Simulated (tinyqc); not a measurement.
Inside a calculation. Model: long-channel MOSFET, surface-potential model.

Numbers from tinyqc (`OMP_NUM_THREADS=1 python tinyqc.py 2360143 2360144 out.jsonl`; about 0.05 s on one thread of a shared Intel Xeon 2.30GHz). Printed values are rounded.

n-channel transistor on a uniformly doped p-type body, gradual-channel approximation, constant mobility, Boltzmann statistics, full ionisation. Potentials are counted from the neutral body; V is the electron quasi-Fermi potential, Vsb at the source and Vsb + Vds at the drain. Charges are magnitudes per area.

Values chosen for this exercise; material values close to those of silicon:

| symbol | value | unit | meaning |
|---|---|---|---|
| T | 293 | K | temperature |
| Eg | 1.14 | eV | band gap |
| eps_r | 11.8 |  | relative permittivity of the semiconductor |
| Nc | 2.7e19 | cm^-3 | conduction-band density of states at T |
| Nv | 2.58e19 | cm^-3 | valence-band density of states at T |
| Na | 3.9e17 | cm^-3 | acceptor density of the body |
| eox | 25.6 |  | relative permittivity of the gate insulator |
| tox | 30 | nm | insulator thickness |
| Vfb | -0.96 | V | flat-band voltage |
| mu | 170 | cm^2/(V s) | channel mobility |
| W | 2 | um | gate width |
| L | 2 | um | gate length |
| Vsb | 0 | V | source-body reverse bias |
| Vgs | 0.31 | V | gate-source voltage |
| Vds | 1.2 | V | drain-source voltage |

Constants: q = 1.602176634e-19 C, kB = 1.380649e-23 J/K, Vt = kB T/q, eps0 = 8.8541878128e-14 F/cm where lengths are in cm. Results are converted to the units shown.

## Body potential, insulator capacitance and body factor

ni = sqrt(Nc Nv) exp(-Eg/(2 Vt)), Eg in volts; phiF = Vt ln(Na/ni); Cox = eps0 eox/tox; gamma = sqrt(2 q eps0 eps_r Na)/Cox. VT = Vfb + 2 phiF + gamma sqrt(2 phiF + Vsb), m = 1 + gamma/(2 sqrt(2 phiF + Vsb)).

ni = 4.141380e9 cm^-3
phiF = 0.4635836 V
Cox = 0.7555574 uF/cm^2
gamma = 0.4782450 V^0.5
VT = 0.4276670 V
m = 1.248337

## Iteration 1: surface potential at the source by Newton steps

psi at the start (the root without inversion charge) = 0.8386710 V

With V = Vsb: G = psi - Vt + Vt e, e = exp((psi - 2 phiF - Vsb)/Vt); f = Vgs + Vsb - Vfb - psi - gamma sqrt(G); f' = -1 - gamma (1 + e)/(2 sqrt(G)); psi(new) = psi - f/f'.

G = 0.8141809 V
f = -2.008843e-4 V
f' = -1.272972
psi after iteration 1 = 0.8385132 V

## Iteration 2: surface potential at the source by Newton steps

As before.

G = 0.8140183 V
f = -1.768917e-9 V
f' = -1.272949
psi after iteration 2 = 0.8385132 V

## Course of the iteration: surface potential at the source by Newton steps

Stop when psi changes by less than 1e-10 V, or after 40 iterations.

Course of the iteration:
```
iteration    psi (V)  |change| (V)
1          0.8385132       1.58e-4
2          0.8385132       1.39e-9
3          0.8385132             0
```

Converged in 3 iterations. The change falls from 1.6e-4 in the first iteration to below the tolerance in the last.

## Charges and current of the charge-sheet model

psi_0 = 0.8385132 V
psi_L = 0.8386712 V

psi_0 and psi_L solve Vgs + Vsb - Vfb - psi = gamma sqrt(G) at V = Vsb and Vsb + Vds. Qi = Cox gamma [sqrt(G) - sqrt(psi - Vt)], G = psi - Vt + Vt exp((psi - 2 phiF - V)/Vt), at both ends. With U = Vgs + Vsb - Vfb: drift = mu (W/L) Cox [U (psi_L - psi_0) - (psi_L^2 - psi_0^2)/2 - (2/3) gamma ((psi_L - Vt)^1.5 - (psi_0 - Vt)^1.5)]; diffusion = mu (W/L) Vt (Qi0 - QiL).

Qi0 = 0.1510114 nC/cm^2
QiL = 3.475807e-22 nC/cm^2
drift current = 2.027818e-6 uA
diffusion current = 6.481852e-4 uA
drain current = 6.502130e-4 uA

Drift carries 0.312 % of the current. The drain end is pinched off: its charge is under 1 % of that at the source.

## Inversion charge along the channel

V, point 0 to 10 (V): [0, 0.12, 0.24, 0.36, 0.48, 0.6, 0.72, 0.84, 0.96, 1.08, 1.2]

The surface potential psi at channel potential V solves Vgs + Vsb - Vfb - psi = gamma sqrt(G), G = psi - Vt + Vt exp((psi - 2 phiF - V)/Vt). Charge sheet: Qi = Cox gamma [sqrt(G) - sqrt(psi - Vt)]. Pao-Sah: Qi = (Cox gamma/2) integral from 3 Vt to psi of exp((u - 2 phiF - V)/Vt)/sqrt(G(u, V)) du.

psi, point 0 to 10 (V): [0.8385132, 0.8386698, 0.8386712, 0.8386712, 0.8386712, 0.8386712, 0.8386712, 0.8386712, 0.8386712, 0.8386712, 0.8386712]
Qi, charge sheet, point 0 to 10 (nC/cm^2): [0.1510114, 0.001311259, 1.131460e-5, 9.762623e-8, 8.423519e-10, 7.268095e-12, 6.271156e-14, 5.410964e-16, 4.668761e-18, 4.028364e-20, 3.475807e-22]
Qi, Pao-Sah, point 0 to 10 (nC/cm^2): [0.1534740, 0.001332640, 1.149910e-5, 9.921812e-8, 8.560872e-10, 7.386608e-12, 6.373413e-14, 5.499195e-16, 4.744890e-18, 4.094050e-20, 3.532484e-22]

At the source the charge-sheet charge is 1.6 % below the Pao-Sah one.

## Pao-Sah current by Simpson's rule

I = mu (W/L) integral of Qi dV; Simpson's rule on the 11 points, step Vds/10, weights 1, 4, 2, ..., 4, 1 times step/3.

Pao-Sah current = 0.001080030 uA

Gauss-Legendre quadrature on many points gives 6.609e-4 uA, so this value is 63 % above it; the charge-sheet current, 6.502e-4 uA, is 1.6 % below it.
